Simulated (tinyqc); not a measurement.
Inside a calculation: dielectric confinement in a thin film (image charges). Values are carried at full precision from step to step, so a last printed digit may differ when a step is redone from the rounded ones.

A film |z| < t/2 of dielectric constant eps between half-spaces of dielectric constant e2; lam = (eps - e2)/(eps + e2), q = e^2/(4 pi eps0). The self-energy of a band edge is taken with the high-frequency value, e2 = eh, and the field of a fixed ion with the static one, e2 = eo. A charge at z has images lam^|n| at n t + (-1)^n z. Its self-energy is S(z) = (q/2 eps) sum over n >= 1 of lam^n [1/(n t - 2z) + 1/(n t + 2z)] for odd n and 2 lam^n/(n t) for even n; at the centre S(0) = -(q/(eps t)) ln(1 - lam).

Constants: e^2/(4 pi eps0) = 14.39964547 eV angstrom; hbar^2/2m0 = 3.80998211 eV angstrom^2; Ry = 13.60569312 eV.

Values chosen for the exercise (near those of a Si (100) film, two-fold valleys, between layers of a low-k oxide; not measured data):
- t = 78 angstrom (film thickness)
- eps = 11.9 (dielectric constant of the film)
- eh = 2 (high-frequency dielectric constant outside)
- mz = 0.942 m0 (mass across the film)
- eo = 2.7 (static dielectric constant outside)
- m = 0.191 m0 (mass in the plane)

## Images for a charge at the centre

Give lam, the first five terms (q/eps) lam^n/(n t), their sum and the closed form.

lam = 0.7122

terms (meV): 11.05  3.93  1.87  1.00  0.57

sum of five = 18.42 meV
S(0) = 19.32 meV

The surroundings screen less than the film, so the images repel and each band edge moves outwards: the gap changes by about 2 S = +39 meV. The static value 2.7 would give S(0) = +15.4 meV.

## Self-energy across the film

S at 2z/t = 0, 0.2, 0.4, 0.6, 0.8 and 0.9, summed to n = 399.

Self-energy:
```
2z/t  z (angstrom)  S (meV)
0.0            0.0    19.32
0.2            7.8    19.79
0.4           15.6    21.47
0.6           23.4    25.63
0.8           31.2    39.13
0.9           35.1    66.64
```

Towards the wall S diverges as (q lam/4 eps)/(distance), an artefact of the abrupt interface that the vanishing envelope makes harmless.

## Shift of the subband edge

First order: <S> over the envelope (2/t) cos^2(pi z/t), beside the confinement energy c (pi/t)^2/mz, c = hbar^2/2m0.

<S> = 21.77 meV
confinement energy = 6.56 meV

|<S>| is 3.32 times the confinement energy; the first goes as 1/t and the second as 1/t^2, so they are equal at t = 24 angstrom.

## Binding of a donor

Donor at the centre, lam from the static eo, trial function cos(pi z/t) exp(-rho/l): E(l) = c/(m l^2) - (q/eps) times the integral over k of F(k t) (1 + (k l/2)^2)^(-3/2), with F(x) = F0 + 2 lam exp(-x) G/(1 - lam exp(-x)), F0 = 2[(1 - exp(-x/2))/x + x (1 + exp(-x/2))/(x^2 + 4 pi^2)], G = 2 sinh(x/2)[1/x - x/(x^2 + 4 pi^2)]; c = hbar^2/2m0. The binding energy is -E at the minimum, counted from the subband edge with its self-energy.

Minimise over l with and without images (lam = 0); Ry* = Ry m/eps^2.

Donor:
```
case         l (angstrom)  binding (meV)  in Ry*
no images            34.3           30.4    1.65
with images          32.4           59.7    3.25
```

Ry* = 18.35 meV

The images change the binding by +29.3 meV, against -2 (q/(eps t)) ln(1 - lam) = +30.9 meV for an orbit much smaller than t. At 300 K the binding is 2.3 kB T. The next even subband, the first that a centred donor mixes in, lies within about the binding energy, so one cosine is a poor basis and the binding is understated.

## Checks

- S(0) from the series against the closed form, meV: both 19.32.
- F(2.3) for lam = 0.7122 from a direct sum over images against the closed form: both 0.8971.

Program tinyqc; command `OMP_NUM_THREADS=1 python tinyqc.py 1251111 1251112 out.jsonl`; about 0.06 s on one thread of a shared Intel(R) Xeon(R) Processor @ 2.30GHz.
